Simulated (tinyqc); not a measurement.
Non-radiative capture by multiphonon emission, one effective mode: one step, computed by the program tinyqc. Command: `OMP_NUM_THREADS=1 python tinyqc.py 3017832 3017833 out.jsonl capture walk`. One thread of a shared host (Intel(R) Xeon(R) Processor @ 2.30GHz), about 0.02 s of CPU time with the checks.

The initial state (free carrier plus empty centre) lies dE above the final state; both have the same frequency and are displaced by dQ.

Task: Geometry of the two curves. dQ = sqrt(2 S (hbar^2/u)/hbar omega); relaxation energy lambda = S hbar omega; phonons needed P = dE/hbar omega; classical barrier E_b = (dE - lambda)^2/(4 lambda); occupation n = 1/(exp(hbar omega/k_B T) - 1).

Inputs (values chosen for the exercise, with mass, screening and phonons like those of CdTe): energy released dE = 0.312 eV; phonon energy hbar omega = 15.9 meV; Huang-Rhys factor S = 2.95; temperature T = 120 K.

Centre: attractive.

Constants: hbar^2/u = 4.18015928e-03 eV angstrom^2; k_B = 8.617333262e-05 eV/K.

Give: dQ; lambda; P; classical barrier E_b; occupation n.

Result:

dQ = 1.2454 u^(1/2) angstrom

lambda = 0.046905 eV

P = 19.623

classical barrier E_b = 0.37456 eV

occupation n = 0.27372

dE exceeds lambda: the inverted case usual for deep centres, in which the curves cross on the far side of the initial minimum.
